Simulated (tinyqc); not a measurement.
Tight binding, honeycomb lattice, step by step. Computed by tinyqc, a small Python program that keeps every step. Settings: t1 = 1.72, t2 = 0.27, phi = 1.57, delta = 2.5, points = 5. Command: `OMP_NUM_THREADS=1 python tinyqc.py 24114 24115 out.jsonl` (the two numbers bound the seeds that draw the settings). One thread of a shared host (Intel(R) Xeon(R) Processor @ 2.60GHz), about 0.01 s of CPU time with the checks.

## Bloch Hamiltonian at k

Parameters chosen for this model:

| parameter | value | unit |
|---|---|---|
| t1 | 1.720000 | eV, nearest |
| t2 | 0.270000 | eV, second neighbours |
| phi | 1.570000 | rad, phase of t2 (Haldane) |
| delta | 2.500000 | eV, +/- on A and B |

k point k (fractions of the reciprocal vectors): -0.160000  0.500000

H_AB = -t1 (1 + exp(-i k.a1) + exp(-i k.a2)); H_AA = delta - 2 t2 sum cos(k.b + phi), H_BB = -delta - 2 t2 sum cos(k.b - phi), b = a1, a2 - a1, -a2.

H(k) at k (eV):
```
                     A                    B
A             1.588556  -0.921622-1.452244i
B  -0.921622+1.452244i            -1.587696
```

## Levels at k

Diagonalise the Hermitian matrix.

eigenvalues (eV): -2.340626  2.341486

weights |c|^2 of the basis functions:
```
     band 1    band 2
A  0.160810  0.839190
B  0.839190  0.160810
```

## Bloch Hamiltonian at K

k point K (fractions of the reciprocal vectors): 0.333333  0.666667

As before.

H(k) at K (eV):
```
          A          B
A  3.903606   0.000000
B  0.000000  -3.902316
```

## Levels at K

As before.

eigenvalues (eV): -3.902316  3.903606

weights |c|^2 of the basis functions:
```
     band 1    band 2
A  0.000000  1.000000
B  1.000000  0.000000
```

## Bands along a path

The same steps at evenly spaced points between the labelled ones.

Bands along the path (eV):

| k | band 1 | band 2 |
|---|---|---|
| G | -5.735015 | 5.732435 |
| G-K 0.20 | -5.486160 | 5.484013 |
| G-K 0.40 | -4.881436 | 4.880375 |
| G-K 0.60 | -4.248165 | 4.248329 |
| G-K 0.80 | -3.928862 | 3.929883 |
| K | -3.902316 | 3.903606 |
| K-M 0.20 | -3.882847 | 3.884088 |
| K-M 0.40 | -3.799526 | 3.800651 |
| K-M 0.60 | -3.630371 | 3.631367 |
| K-M 0.80 | -3.372038 | 3.372935 |
| M | -3.034105 | 3.034965 |
| M-K' 0.20 | -2.632391 | 2.633288 |
| M-K' 0.40 | -2.185246 | 2.186242 |
| M-K' 0.60 | -1.718998 | 1.720124 |
| M-K' 0.80 | -1.297433 | 1.298674 |
| K' | -1.096394 | 1.097684 |

With 1 band(s) filled, the highest filled level on these points lies at K' and the lowest empty one at K': a gap of 2.1941 eV, direct.

## Chern number of the lower band

On a 5 x 5 mesh, the phase of the product of overlaps around each plaquette (k1 then k2); the sum over 2 pi is an integer.

plaquette phases (rad):
```
           1          2          3          4          5
1   0.000000  -0.078205  -0.125216   0.062685   0.068989
2   0.065027  -0.061754  -0.159485  -0.084346   0.062685
3   0.032985   0.261001  -0.127361  -0.159485  -0.125216
4  -0.089310   0.347674   0.261001  -0.061754  -0.078205
5  -0.020413  -0.089310   0.032985   0.065027   0.000000
```

Chern number = 0.000000
